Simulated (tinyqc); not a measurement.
Resonant-tunnelling diode, transfer matrices and Tsu-Esaki current: one step of the calculation.

Emitter (band edge 0), barrier d1, well Lw, barrier d2, collector (edge -V). The bias drops linearly over these layers and none in the contacts; each layer is cut into ns equal slices, flat at the value of their centres. E is the energy of motion across the layers, C = hbar^2/(2 m0), psi and psi'/m are continuous. Transport is coherent, T(E) is taken as independent of the transverse momentum, and charge in the well is ignored.

Question. Current from the resonance alone. J = J0 times the integral over E > 0 of T(E) N(E), N = ln[(1 + exp((Ef - E)/Vt))/(1 + exp((Ef - V - E)/Vt))], J0 = q^2 mw m0 kB T/(2 pi^2 hbar^3) (times 1e-4 for A/cm^2 per eV). For a sharp resonance J = J0 (pi G/2) Tp N(Er), with Er the peak energy, Tp the peak transmission and G the full width at half maximum (in eV). The three values given are estimates from a parabola through three points of 1/T(E).

Inputs (values chosen for the exercise); masses and offsets of a made-up heterostructure:
- T = 300 K (temperature)
- mw = 0.26 m0 (mass in the well, spacer and contacts)
- Ef = 0.15 eV (Fermi energy of both contacts above their band edges)
- V = 0.23 V (bias of the collector)

Constants: q = 1.602176634e-19 C, kB = 1.380649e-23 J/K, hbar = 1.054571817e-34 J s, m0 = 9.1093837015e-31 kg, Vt = kB T/q. Results are converted to the units shown.

Er = 0.13251646 eV
Tp = 0.97789452
G = 2.9113503 meV

Wanted: J0; N(Er); J.

Answer.

J0 = 1.0878e8 A/(cm^2 eV)
N(Er) = 1.0871
J = 528.84 kA/cm^2

The full integral over T(E) gives 522.5 kA/cm^2; the value above is 1.2 % above it.

Computed by the program tinyqc: `OMP_NUM_THREADS=1 python tinyqc.py 2600020 2600021 out.jsonl`, one thread of a shared Intel Xeon 2.30GHz, about 0.2 s for the whole run.
